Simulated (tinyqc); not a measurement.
# Bandgap voltage reference from two bipolar transistors: effect of the area ratio of the second transistor

Two transistors of area 1 and N carry the same current I. Is(T) = Is (T/T0)^eta exp[(Vg0 q/kB)(1/T0 - 1/T)], VBE1 = Vt ln(I/Is(T)) + I rb, VBE2 = Vt ln(I/(N Is(T))) + I rb/N. The amplifier forces I R1(T) = VBE1 - VBE2 + Vos, with R(T) = R (1 + tc (T - T0)) for both resistors, and the output is Vref = VBE1 + I R2(T). Base currents and the Early effect are neglected.

Vt = kB T/q; I = (Vt ln N + Vos)/(R1(T) - rb (1 - 1/N)). Box coefficient: span of Vref between 233 and 398 K over its average over T and over 165 K. The last column is the R2 that gives zero slope at T0.

Values chosen for this exercise; values of the order met in silicon bipolar transistors:
- T0 = 298 K (reference temperature)
- Vg0 = 1.154 V (band-gap voltage extrapolated to 0 K)
- eta = 3.8 (temperature exponent of the saturation current)
- Is = 1.1e-18 A (saturation current of the unit transistor at T0)
- R1 = 12 kohm (resistor across which the difference of VBE falls, at T0)
- tc = -1400 ppm/K (temperature coefficient of both resistors)
- Vos = 0 mV (offset of the amplifier)
- rb = 0 ohm (series resistance of the unit transistor)
- R2 = 77.49 kohm (output resistor at T0)

Constants: q = 1.602176634e-19 C, kB = 1.380649e-23 J/K. Results are converted to the units shown.

Result of one run:

| N | I at T0 (uA) | Vref at T0 (V) | slope at T0 (uV/K) | box coefficient (ppm/K) | R2 for zero slope (kohm) |
|---|---|---|---|---|---|
| 15 | 5.795 | 1.201 | -46.63 | 43.00 | 79.89 |

What becomes of these results when the area ratio of the second transistor N is changed from 15 to 100, all else the same?

Result of the changed run:

| N | I at T0 (uA) | Vref at T0 (V) | slope at T0 (uV/K) | box coefficient (ppm/K) | R2 for zero slope (kohm) |
|---|---|---|---|---|---|
| 100 | 9.855 | 1.530 | 1055 | 678.5 | 45.59 |

The whole series:

| N | I at T0 (uA) | Vref at T0 (V) | slope at T0 (uV/K) | box coefficient (ppm/K) | R2 for zero slope (kohm) |
|---|---|---|---|---|---|
| 2 | 1.483 | 0.8322 | -1285 | 1595 | 335.7 |
| 4 | 2.967 | 0.9649 | -839.8 | 889.6 | 161.9 |
| 8 | 4.450 | 1.090 | -419.2 | 391.9 | 105.6 |
| 15 | 5.795 | 1.201 | -46.63 | 43.00 | 79.89 |
| 24 | 6.801 | 1.283 | 228.7 | 173.9 | 67.47 |
| 48 | 8.284 | 1.403 | 631.4 | 443.1 | 54.78 |
| 100 | 9.855 | 1.530 | 1055 | 678.5 | 45.59 |

As N goes from 2 to 100, Vref rises from 0.8322 to 1.530 V and the box coefficient goes from 1590 through a minimum of 43.0 (at N = 15 among the rows listed) to 678 ppm/K. A larger N needs a smaller R2/R1, which lowers the gain seen by offset and noise.

Program tinyqc, `OMP_NUM_THREADS=1 python tinyqc.py 2062162 2062163 out.jsonl`; Intel Xeon 2.30GHz, shared host, one thread, about 0.02 s.
